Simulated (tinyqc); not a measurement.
Ratio and sensitivities against delay: time-domain thermoreflectance: layered heat flow under a modulated pulse train, and what the signal ratio measures. Computed by tinyqc, a small Python program. Command: `OMP_NUM_THREADS=1 python tinyqc.py 3114394 3114395 out.jsonl tdtr walk`. One thread of a shared host (Intel(R) Xeon(R) Processor @ 2.30GHz), about 0.1 s of CPU time with the checks.

Pulses repeat at 80 MHz; heat is laid down at the surface, all layers are isotropic.

Inputs (values chosen for the exercise, modelled on aluminium on silica):
```
quantity                                value        unit
metal thickness d                          67          nm
metal conductivity                        200     W/(m K)
metal heat capacity                      2.42  MJ/(m^3 K)
boundary conductance G under the metal     32  MW/(m^2 K)
substrate conductivity kappa             1.31     W/(m K)
substrate heat capacity C                1.63  MJ/(m^3 K)
modulation frequency f                      1         MHz
spot radius w (1/e^2, pump and probe)      24  micrometre
```

Stack: metal, substrate.

Method:
- For radial wave number k and angular frequency W each layer has u = sqrt(4 pi^2 k^2 + i W C/kappa) and gamma = kappa u. Surface impedance from below: Z = 1/gamma for the substrate; a layer of thickness L maps Z to (Z + tanh(u L)/gamma)/(1 + gamma Z tanh(u L)); a boundary adds 1/G.
- Response per absorbed watt H(W) = 2 pi int_0^(2/w) Z(k, W) exp(-pi^2 k^2 w^2) k dk by 20 Gauss-Legendre points.
- Signal: X + iY = sum_(m = -M..M) H(2 pi (f + m f_r)) exp(i 2 pi m f_r t) exp(-pi (m/M)^2 x 4), f_r = 80 MHz, M = 4000, with H(-W) the complex conjugate of H(W); V_in = X, V_out = Y, ratio = -V_in/V_out.
- Sensitivity S = ln(ratio'/ratio)/ln(1.01) for a rise of one input by 1 %.

Ratio and sensitivities:
```
t (ps)   ratio  S to kappa     S to G    S to d   S to C     S to w
100     1.0707     0.25410  -0.047125  -0.45677  0.25302  -0.064756
200     1.0623     0.25220  -0.051801  -0.44857  0.25112  -0.064790
400     1.0471     0.24837  -0.059017  -0.43400  0.24728  -0.064851
800     1.0205     0.24093  -0.069039  -0.40949  0.23982  -0.064964
1500    0.9812     0.22900  -0.079715  -0.37539  0.22786  -0.065158
2500    0.9345     0.21427  -0.087928  -0.33808  0.21309  -0.065457
4000    0.8766     0.19616  -0.093421  -0.29672  0.19493  -0.065976
```

What follows from these numbers?

The largest sensitivity in size at 100 ps is to d (-0.46). kappa and C enter almost alike, through the effusivity. At 400 ps an error of 3 % in d passes on as 5 % in kappa.

Extremes, crossings and ranges named in words are read from the listed rows.
